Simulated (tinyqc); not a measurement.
Where the wafer is too thin: surface photovoltage measurement of the minority-carrier diffusion length in a wafer. Computed by tinyqc, a small Python program. Command: `OMP_NUM_THREADS=1 python tinyqc.py 3130473 3130474 out.jsonl spv walk`. One thread of a shared host (Intel(R) Xeon(R) Processor @ 2.30GHz), about 0.01 s of CPU time with the checks.

Low injection, steady light, a depletion layer much thinner than 1/alpha and L. The excess density dn is taken at the front edge of the neutral region; light that reaches the back is lost.

Inputs (values chosen for the exercise, modelled on p-type silicon at room temperature):
```
quantity                            value        unit
wafer thickness W                     625  micrometre
diffusivity D                        33.4      cm^2/s
front recombination velocity S_f     8800        cm/s
back recombination velocity S_b    340000        cm/s
photon flux entering              7.5e+11  1/(cm^2 s)
```

Method:
- alpha = (84.732/lambda - 76.417)^2 per cm with lambda in micrometre (an empirical fit for silicon between 0.7 and 1.05 micrometre).
- Thick wafer: dn = Phi L/((S_f + D/L)(L + 1/alpha)). Finite wafer, with s = S_b L/D, w = W/L, a = alpha L: dn = [Phi a/(a^2 - 1)] [a - B - exp(-alpha W)(a - s)/(cosh w + s sinh w)]/(S_f + B D/L), B = (sinh w + s cosh w)/(cosh w + s sinh w).
- Readings y = (Phi/dn) (1 + noise x g) at 780, 830, 880, 920, 950, 975 and 995 nm; a least-squares line y = c (1/alpha + L_app) gives L_app = intercept/slope.
- No noise; L is varied at fixed W, and the last two columns set S_b to 0 and to 1e7 cm/s.

Apparent length (micrometre):
```
L          W/L  given S_b  S_b = 0  S_b = 1e7
31.2    20.032      31.20     31.2      31.20
62.5    10.000      62.50     62.5      62.50
125.0    5.000     124.86    125.1     124.85
188.0    3.324     185.73    190.0     185.71
312.0    2.003     285.68    338.1     285.54
500.0    1.250     376.53    647.2     376.13
812.0    0.770     438.89   1396.4     438.24
1310.0   0.477     469.75   3034.8     468.95
2500.0   0.250     485.55   7352.9     484.66
```

With a fast back surface L_app levels off, at 485 micrometre in the last row; with a passive one it reaches up to 2.94 times L among these rows and is 7350 in the last. All three columns are within 5 % of L down to W/L = 3.3.

Extremes, crossings and ranges named in words are read from the listed rows.
